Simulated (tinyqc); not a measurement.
# Nanowire ballistic transistor, top-of-the-barrier model: effects of single changes

At the top of the source barrier, states moving towards the drain are filled by the source (Fermi level 0) and states moving back by the drain (Fermi level -q Vd); nothing scatters. U is the shift of the band edge there, set by the capacitances CG, CD and CS (the total) and by the charge. Parabolic one-dimensional subbands; the source is grounded.

Inputs (values chosen for the exercise); mass and valleys close to those of a monolayer dichalcogenide: temperature T = 350 K; effective mass m = 0.509 m0; valley degeneracy gv = 2; relative permittivity of the gate insulator eox = 3.9; insulator thickness tox = 2 nm; wire diameter d = 3 nm; offset of a second subband (0: none) dE = 0.18 eV; gate control CG/CS aG = 0.83; drain control CD/CS aD = 0.007; band edge at the barrier top above the source Fermi level at zero bias E0 = 0.35 eV.

Constants: q = 1.602176634e-19 C, kB = 1.380649e-23 J/K, hbar = 1.054571817e-34 J s, h = 6.62607015e-34 J s, m0 = 9.1093837015e-31 kg, Vt = kB T/q, eps0 = 8.8541878128e-14 F/cm where lengths are in cm. Results are converted to the units shown.

Each table varies one quantity; the others keep the values above.

## Output curve

N0 = gv sqrt(2 m kB T/pi)/hbar, CG = 2 pi eps0 eox/ln(1 + 2 tox/d), CS = CG/aG, n0 = n at U = 0 and Vd = 0. eta1 = -(E0 + U)/Vt, eta2 = eta1 - Vd/Vt, n = (N0/2)[F_(-1/2)(eta1) + F_(-1/2)(eta2)], F_(-1/2)(x) = (1/sqrt(pi)) int_0^infinity u^(-1/2)/(1 + exp(u - x)) du. Each F is summed over the two subbands, F(eta) + F(eta - dE/Vt), which share the mass. U = UL + q (n - n0)/CS with UL = -(aG Vg + aD Vd), energies in eV. I = gv (2 q^2/h) Vt [ln(1 + exp eta1) - ln(1 + exp eta2)], summed over both subbands. CQ = (q/Vt) dn/d(eta1).

In this table Vg = 0.5 V.

Result of one run:
```
Vd (V)    eta1  n (cm^-1)  I (uA)  mean velocity I/(q n) (cm/s)  CQ/CS
0.01    -1.012    1.841e6  0.3668                       1.244e6  2.620
```

What becomes of these results when the drain voltage Vd is changed from 0.01 to 0.8 V, all else the same?

Result of the changed run:
```
Vd (V)     eta1  n (cm^-1)  I (uA)  mean velocity I/(q n) (cm/s)  CQ/CS
0.8     -0.4418    1.616e6   2.328                       8.990e6  1.987
```

The whole series:
```
Vd (V)     eta1  n (cm^-1)  I (uA)  mean velocity I/(q n) (cm/s)  CQ/CS
0.01     -1.012    1.841e6  0.3668                       1.244e6  2.620
0.025   -0.8671    1.759e6  0.8552                       3.035e6  2.484
0.05    -0.6946    1.662e6   1.473                       5.531e6  2.269
0.1     -0.5408    1.579e6   2.053                       8.115e6  2.023
0.15    -0.5015    1.563e6   2.201                       8.787e6  1.958
0.2     -0.4905    1.564e6   2.236                       8.926e6  1.948
0.3     -0.4810    1.571e6   2.257                       8.963e6  1.952
0.4     -0.4731    1.580e6   2.271                       8.969e6  1.959
0.6     -0.4574    1.598e6   2.299                       8.980e6  1.973
0.8     -0.4418    1.616e6   2.328                       8.990e6  1.987
```

The current rises from 0.367 to 2.33 uA; n goes from 1.84e6 through a minimum of 1.56e6 (at Vd = 0.15 V among the rows listed) to 1.62e6 cm^-1 and eta1 rises from -1.01 to -0.442. The resistance in the first row is 27.3 kohm, against h/(2 q^2 gv) = 6.45 kohm for one open subband, though nothing scatters in the channel. The current passes 90 % of its last value at Vd = 0.15 V among the rows, where eta2 = -5.5: the drain no longer fills returning states.

## Effect of the effective mass

Same model as above.

CQ = (q/Vt) dn/d(eta1). E0 is held fixed.

In this table Vg = 0.5 V, Vd = 0.5 V.

Result of one run:
```
m (m0)     eta1  n (cm^-1)  I (uA)  mean velocity I/(q n) (cm/s)    CQ/CS
0.032   0.80694   8.5041e5  5.5226                      4.0533e7  0.69178
```

What becomes of these results when the effective mass m is changed from 0.032 to 0.32 m0, all else the same?

Result of the changed run:
```
m (m0)      eta1  n (cm^-1)  I (uA)  mean velocity I/(q n) (cm/s)   CQ/CS
0.32    -0.25021   1.4644e6  2.7007                      1.1511e7  1.7109
```

The whole series:
```
m (m0)       eta1  n (cm^-1)  I (uA)  mean velocity I/(q n) (cm/s)    CQ/CS
0.02       1.0047   7.3554e5  6.1865                      5.2496e7  0.55334
0.032     0.80694   8.5041e5  5.5226                      4.0533e7  0.69178
0.05      0.60975   9.6493e5  4.9004                      3.1697e7  0.84672
0.08      0.39545   1.0894e6  4.2722                      2.4477e7   1.0344
0.13      0.17010   1.2203e6  3.6682                      1.8762e7   1.2527
0.2     -0.031064   1.3371e6  3.1792                      1.4840e7   1.4644
0.32     -0.25021   1.4644e6  2.7007                      1.1511e7   1.7109
0.5      -0.45700   1.5845e6  2.3002                      9.0605e6   1.9560
0.8      -0.67283   1.7099e6  1.9330                      7.0559e6   2.2218
```

As m goes from 0.02 to 0.8 m0, n rises from 7.36e5 to 1.71e6 cm^-1, the mean velocity falls from 5.25e7 to 7.06e6 cm/s and the current falls from 6.19 to 1.93 uA. CQ/CS goes from 0.55 to 2.2. The loss of velocity outweighs the gain of charge over the whole range.

## Effect of the band edge at the barrier top above the source Fermi level at zero bias

Same model as above.

CQ = (q/Vt) dn/d(eta1).

In this table Vg = 0.5 V, Vd = 0.5 V.

Effect of the band edge at the barrier top above the source Fermi level at zero bias:
```
E0 (eV)     eta1  n (cm^-1)  I (uA)  mean velocity I/(q n) (cm/s)   CQ/CS
0.1        1.960    5.249e6   9.862                       1.173e7   2.701
0.15       1.424    4.393e6   7.714                       1.096e7   2.790
0.2       0.9696    3.654e6   6.066                       1.036e7   2.787
0.25      0.5227    2.943e6   4.639                       9.839e6   2.668
0.3      0.05436    2.251e6   3.381                       9.376e6   2.399
0.35     -0.4652    1.589e6   2.285                       8.975e6   1.966
0.4       -1.085    9.862e5   1.365                       8.639e6   1.389
0.45      -1.890    4.910e5  0.6595                       8.383e6  0.7664
```

Read the table: what changes, and by how much?

As E0 goes from 0.1 to 0.45 eV, n falls from 5.25e6 to 4.91e5 cm^-1, the mean velocity falls from 1.17e7 to 8.38e6 cm/s and the current falls from 9.86 to 0.659 uA. CQ/CS goes from 2.7 to 0.77.

Computed by the program tinyqc: `OMP_NUM_THREADS=1 python tinyqc.py 2400106 2400107 out.jsonl`, one thread of a shared Intel Xeon 2.30GHz, about 0.1 s for the whole run.
